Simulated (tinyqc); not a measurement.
Fully depleted semiconductor-on-insulator film with two gates, non-linear Poisson equation by Newton steps: one step of the calculation.

One dimension across the film, front interface at x = 0, back interface at x = ts. psi is counted from the intrinsic level, n = ni exp(psi/Vt) (source grounded), holes neglected, acceptors ionised. Gates act through Cox = eps0 eox/tox and Cbox = 3.9 eps0/tb with potentials G1 = Vg - (phiM - chi - Vt ln(Nc/ni)) and G2 = Vb - (phiB - chi - Vt ln(Nc/ni)). Classical Boltzmann densities, no interface charge, no depletion in the back plane.

Question. Newton step. Solve a d_(i-1) + b_i d_i + a d_(i+1) = -F_i for all nodes. Each component d is damped to sign(d) Vt ln(1 + |d|/Vt) before it is added.

Inputs (values chosen for the exercise): temperature T = 300 K.

Constants: q = 1.602176634e-19 C, kB = 1.380649e-23 J/K, Vt = kB T/q. Results are converted to the units shown.

a = 3.8696080 uF/cm^2

```
node  diagonal b (F/cm^2)  residual F (C/cm^2)  psi after iteration 1 (V)
0           -5.1028715e-6         9.7108295e-8                 0.14008341
1           -7.7392195e-6        -1.6286144e-9                 0.14137252
2           -7.7392197e-6        -1.6360836e-9                 0.14265441
3           -7.7392198e-6        -1.6423190e-9                 0.14392715
4           -7.7392200e-6        -1.6474720e-9                 0.14518913
5           -7.7392202e-6        -1.6516799e-9                 0.14643901
6           -7.7392204e-6        -1.6550667e-9                 0.14767571
7           -7.7392207e-6        -1.6577427e-9                 0.14889837
8           -7.7392209e-6        -1.6598060e-9                 0.15010628
9           -7.7392211e-6        -1.6613430e-9                 0.15129891
10          -4.1835319e-6         1.0858378e-7                 0.15247588
```

Give: Newton step d, before damping; psi after iteration 2.

Answer.

```
node  Newton step d, before damping (V)  psi after iteration 2 (V)
0                                0.1035                     0.1817
1                                0.1114                     0.1845
2                                0.1197                     0.1873
3                                0.1284                     0.1901
4                                0.1375                     0.1929
5                                0.1471                     0.1956
6                                0.1571                     0.1983
7                                0.1676                     0.2009
8                                0.1784                     0.2035
9                                0.1897                     0.2061
10                               0.2014                     0.2087
```

Computed by the program tinyqc: `OMP_NUM_THREADS=1 python tinyqc.py 2190092 2190093 out.jsonl`, one thread of a shared Intel Xeon 2.30GHz, about 0.4 s for the whole run.
